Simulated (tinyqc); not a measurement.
Nanowire ballistic transistor, top-of-the-barrier model: effect of the temperature.

At the top of the source barrier, states moving towards the drain are filled by the source (Fermi level 0) and states moving back by the drain (Fermi level -q Vd); nothing scatters. U is the shift of the band edge there, set by the capacitances CG, CD and CS (the total) and by the charge. Parabolic one-dimensional subbands; the source is grounded.

N0 = gv sqrt(2 m kB T/pi)/hbar, CG = 2 pi eps0 eox/ln(1 + 2 tox/d), CS = CG/aG, n0 = n at U = 0 and Vd = 0. eta1 = -(E0 + U)/Vt, eta2 = eta1 - Vd/Vt, n = (N0/2)[F_(-1/2)(eta1) + F_(-1/2)(eta2)], F_(-1/2)(x) = (1/sqrt(pi)) int_0^infinity u^(-1/2)/(1 + exp(u - x)) du. Each F is summed over the two subbands, F(eta) + F(eta - dE/Vt), which share the mass. U = UL + q (n - n0)/CS with UL = -(aG Vg + aD Vd), energies in eV. I = gv (2 q^2/h) Vt [ln(1 + exp eta1) - ln(1 + exp eta2)], summed over both subbands. CQ = (q/Vt) dn/d(eta1). E0 is held fixed.

Parameters, values chosen for the exercise; mass and valleys close to those of germanium:
- m = 0.118 m0 (effective mass)
- gv = 4 (valley degeneracy)
- eox = 3.9 (relative permittivity of the gate insulator)
- tox = 3.1 nm (insulator thickness)
- d = 4 nm (wire diameter)
- dE = 0.15 eV (offset of a second subband (0: none))
- aG = 0.87 (gate control CG/CS)
- aD = 0.054 (drain control CD/CS)
- E0 = 0.3 eV (band edge at the barrier top above the source Fermi level at zero bias)
- Vg = 0.5 V (gate voltage)
- Vd = 0.5 V (drain voltage)

Constants: q = 1.602176634e-19 C, kB = 1.380649e-23 J/K, hbar = 1.054571817e-34 J s, h = 6.62607015e-34 J s, m0 = 9.1093837015e-31 kg, Vt = kB T/q, eps0 = 8.8541878128e-14 F/cm where lengths are in cm. Results are converted to the units shown.

Result of one run:

| eta1 | n (cm^-1) | I (uA) | mean velocity I/(q n) (cm/s) | CQ/CS |
|---|---|---|---|---|
| 3.117 | 2.470e6 | 4.221 | 1.066e7 | 6.418 |

Which temperature T gave this result: 50, 77, 120 or 180 K?

T = 50 K.

The whole series:

| T (K) | eta1 | n (cm^-1) | I (uA) | mean velocity I/(q n) (cm/s) | CQ/CS |
|---|---|---|---|---|---|
| 50 | 3.117 | 2.470e6 | 4.221 | 1.066e7 | 6.418 |
| 77 | 2.134 | 2.458e6 | 4.618 | 1.173e7 | 6.023 |
| 120 | 1.418 | 2.450e6 | 5.240 | 1.335e7 | 5.193 |
| 180 | 0.9230 | 2.456e6 | 6.046 | 1.537e7 | 4.265 |
| 240 | 0.6342 | 2.476e6 | 6.801 | 1.715e7 | 3.621 |
| 300 | 0.4356 | 2.507e6 | 7.525 | 1.874e7 | 3.172 |
| 360 | 0.2852 | 2.547e6 | 8.234 | 2.018e7 | 2.851 |
| 420 | 0.1644 | 2.597e6 | 8.943 | 2.149e7 | 2.615 |

As T goes from 50 to 420 K, n goes from 2.47e6 through a minimum of 2.45e6 (at T = 120 K among the rows listed) to 2.60e6 cm^-1, the mean velocity rises from 1.07e7 to 2.15e7 cm/s and the current rises from 4.22 to 8.94 uA. CQ/CS goes from 6.4 to 2.6.

Numbers from tinyqc (`OMP_NUM_THREADS=1 python tinyqc.py 2400158 2400159 out.jsonl`; about 0.07 s on one thread of a shared Intel Xeon 2.30GHz).
